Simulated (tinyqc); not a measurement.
Charge stability of a double quantum dot, constant-interaction model with a charge sensor: two steps of the calculation.

Capacitance matrix C = [[C1, -Cm], [-Cm, C2]], C1 = G1 + X1 + Cm + L1, C2 = G2 + X2 + Cm + L2. Gate charges n1 = (G1 V1 + X1 V2)/q, n2 = (X2 V1 + G2 V2)/q. The state (N1, N2) has U = (1/2) d^T E d with d = (N1 - n1, N2 - n2) and E = q^2 C^(-1). Leads at 0 V; no tunnel coupling, spin or level spacing. The sensor reads s1 <N1> + s2 <N2>.

Parameters, values chosen for the exercise:
```
symbol  value  unit                    meaning
G1         22    aF            gate 1 to dot 1
G2         21    aF            gate 2 to dot 2
X1        3.4    aF            gate 2 to dot 1
X2          5    aF            gate 1 to dot 2
Cm         35    aF           between the dots
L1         66    aF  dot 1 to leads and ground
L2        150    aF  dot 2 to leads and ground
s1       0.82           sensor weight of dot 1
s2       0.24           sensor weight of dot 2
T        0.25     K                temperature
V1       9.33    mV          voltage of gate 1
V2       4.91    mV          voltage of gate 2
```

Constants: q = 1.602176634e-19 C, kB = 1.380649e-23 J/K, Vt = kB T/q. Results are converted to the units shown.

Question 1. Charging energies and lever arms. E = q^2 C^(-1) holds EC1, EC2 on the diagonal and ECm off it; the lever arms are A = C^(-1) [[G1, X1], [X2, G2]] (row: dot, column: gate).

Wanted: C; E; lever arms; gate charges.

Answer 1.

C (aF):
```
	1	2
1	126.4	-35
2	-35	211
```

E (meV):
```
	1	2
1	1.3286	0.2204
2	0.2204	0.7959
```

lever arms (eV/V):
```
	1	2
1	0.18931	0.05708
2	0.05510	0.10899
```

gate charges: n1 1.3853, n2 0.9347

ECm is 21.4 % of the geometric mean of EC1 and EC2.

Question 2. Energies and occupation of the charge states. U for N1, N2 = 0, 1, 2; p is proportional to exp(-U/kB T), normalised over these nine states.

E (meV):
```
	1	2
1	1.3285673	0.2203785
2	0.2203785	0.7958811
```

gate charges: n1 1.3853279, n2 0.9347284

Find: U; p; mean charges; sensor signal.

Answer 2.

```
state	U (meV)	p
(0,0)	1.908	0.0000
(0,1)	1.257	0.0000
(0,2)	1.401	0.0000
(1,0)	0.526	0.0000
(1,1)	0.095	0.9996
(1,2)	0.460	0.0000
(2,0)	0.472	0.0000
(2,1)	0.262	0.0004
(2,2)	0.847	0.0000
```

mean charges: <N1> 1.000, <N2> 1.000
sensor signal = 1.060

The ground state is (1,1), 0.167 meV (7.74 kB T) below (2,1).

Program tinyqc, `OMP_NUM_THREADS=1 python tinyqc.py 2470128 2470129 out.jsonl`; Intel Xeon 2.30GHz, shared host, one thread, about 0.01 s.
